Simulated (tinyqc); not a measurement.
What each parameter does: five-level k.p model folded onto the conduction band.

Second-order sums for the lowest conduction level at E: 1/m = 1 + Cm + (Ep/3)(2/E + 1/(E + Dso)) - (Ep2/3)(2/(E7 + D2 - E) + 1/(E7 - E)); g/2 = 1 + Cg - (Ep/3)(1/E - 1/(E + Dso)) - (Ep2/3)(1/(E7 - E) - 1/(E7 + D2 - E)). E is counted from the top of the valence band; E = Eg at the edge.

Values chosen for the exercise (near those of GaAs; shifted at random, so the results belong to these values and not to a real crystal):
- Eg = 1.51 eV (gap at Gamma to the s-like level)
- Dso = 0.339 eV (spin-orbit splitting)
- Ep = 25.6 eV (Kane energy)
- E7 = 4.61 eV (upper Gamma7 conduction level, from the valence top)
- D2 = 0.18 eV (its spin-orbit splitting, Gamma8 above Gamma7)
- Ep2 = 3.7 eV (Kane energy to the upper levels)
- Cm = -1 (remote term in 1/m)
- Cg = 0 (remote term in g/2)

Mass and g at E = Eg.

One parameter was then changed.

Results before and after:

| case | m (m0) | g |
|---|---|---|
| base | 0.06772 | -0.1159 |
| changed | 0.07590 | 0.0913 |

Which of these changes was made? (a) E7 = 4.149 eV; (b) Eg = 1.359 eV; (c) Ep = 23.04 eV; (d) Ep2 = 4.07 eV; (e) D2 = 0.198 eV; (f) Dso = 0.373 eV.

Answer: (c) Ep = 23.04 eV. Of the candidates, run in turn, only this one gives the changed row.

All candidates:

| case | m (m0) | g |
|---|---|---|
| base | 0.06772 | -0.1159 |
| Eg = 1.359 eV | 0.06066 | -0.5470 |
| Dso = 0.373 eV | 0.06810 | -0.2825 |
| Ep = 23.04 eV | 0.07590 | 0.0913 |
| E7 = 4.149 eV | 0.06861 | -0.1319 |
| D2 = 0.198 eV | 0.06770 | -0.1200 |
| Ep2 = 4.07 eV | 0.06825 | -0.1202 |

tinyqc: `OMP_NUM_THREADS=1 python tinyqc.py 1050723 1050724 out.jsonl`; about 0.01 s, one thread, shared Intel(R) Xeon(R) Processor @ 2.30GHz.
